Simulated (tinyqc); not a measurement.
Force balance against energy balance: elastic strain and critical thickness of a cubic alloy layer A(1-x)B(x) on a thick substrate. Computed by tinyqc, a small Python program. Command: `OMP_NUM_THREADS=1 python tinyqc.py 3003092 3003093 out.jsonl misfit walk`. One thread of a shared host (Intel(R) Xeon(R) Processor @ 2.30GHz), about 0.01 s of CPU time with the checks.

Strain is positive in tension. The layer is coherent with the substrate unless said otherwise.

Inputs (values chosen for the exercise, for a model alloy):
```
quantity                        value      unit
fraction x of B                  0.23         -
lattice constant a_A            5.869  angstrom
lattice constant a_B            6.058  angstrom
substrate lattice constant a_S  5.864  angstrom
```

Growth plane: (111). Layer: buried under a thick cap. Misfit dislocation: 60-degree.

C11, C12, C44 of A (GPa): 101.7  53.71  42.55

C11, C12, C44 of B (GPa): 77.3  45.62  44.08

Method:
- a = (1 - x) a_A + x a_B, the same rule for each C_ij; misfit f = (a_S - a)/a, the in-plane strain of the coherent layer.
- Voigt averages: G = (C11 - C12 + 3 C44)/5, B = (C11 + 2 C12)/3, nu = (3 B - 2 G)/(2 (3 B + G)); b = a/sqrt(2). The 60-degree dislocation has cos alpha = 1/2, and cos lambda = sqrt(3)/6 on (111), for glide on an inclined {111} plane.
- Matthews-Blakeslee: h_c = A [ln(h_c/b) + 1], A = b (1 - nu cos^2 alpha)/(4 pi |f| (1 + nu) cos lambda), the factor 4 pi being that of a buried layer, with a dislocation at both interfaces.
- People-Bean: h_c = P ln(h_c/b), P = (1 - nu)/(1 + nu) b^2/(16 pi sqrt(2) a f^2). The misfit is scaled by 0.25, 0.4, 0.6, 1, 1.5, 2.2 at fixed a, b and nu; the upper root is taken, and rows with A < 1.3 b or P < 3 b, where the roots shrink to the core size or vanish, are left out.

misfit f = -0.00819793

prefactor A = 10.2289 nm

Poisson ratio nu = 0.278632

Burgers vector b = 0.418075 nm

free lattice constant a = 5.91247 angstrom

Critical thickness:
```
|f| (%)  Matthews-Blakeslee (nm)  People-Bean (nm)   ratio
0.2049                    311.51            5274.4  16.932
0.3279                    180.78            1829.3  10.119
0.4919                    112.42             723.0   6.431
0.8198                     61.24             218.5   3.568
1.2297                     37.48              81.9   2.185
1.8035                     23.35              31.1   1.331
```

The exponents d ln h_c/d ln f are -1.16 and -2.25 between the first rows, steeper than the -1 and -2 of the prefactors because of the logarithm. The ratio falls from 16.9 to 1.33 as the misfit grows. Where People-Bean lies above, a layer between the lines is metastable: dislocations would lower the energy but have to be nucleated. People-Bean has no form for a buried layer.
